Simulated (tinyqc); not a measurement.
## Permittivity and interface capacitance from two thicknesses

Problem. 1/C = t/(eps0 ek) + 2/ci for planar capacitors that differ only in thickness. Find ek, ci and the EOT of the interfaces, 2 x 3.9 eps0/ci.

Constants: eps0 = 8.8541878128e-14 F/cm where lengths are in cm. Results are converted to the units shown.

C at t = 5.5 and 17 nm (uF/cm^2): [5.3785372, 1.8524481]

Answer. 1/C is a straight line in t: the slope gives ek and the intercept 2/ci. A single thickness would give only the effective permittivity; when the interfaces are a small part of 1/C, ci needs very accurate data.

ek = 36.70
ci = 120.0 uF/cm^2
EOT of the interfaces = 0.05755 nm

Numbers from tinyqc (`OMP_NUM_THREADS=1 python tinyqc.py 2102146 2102147 out.jsonl`; about 0.01 s on one thread of a shared Intel Xeon 2.30GHz).
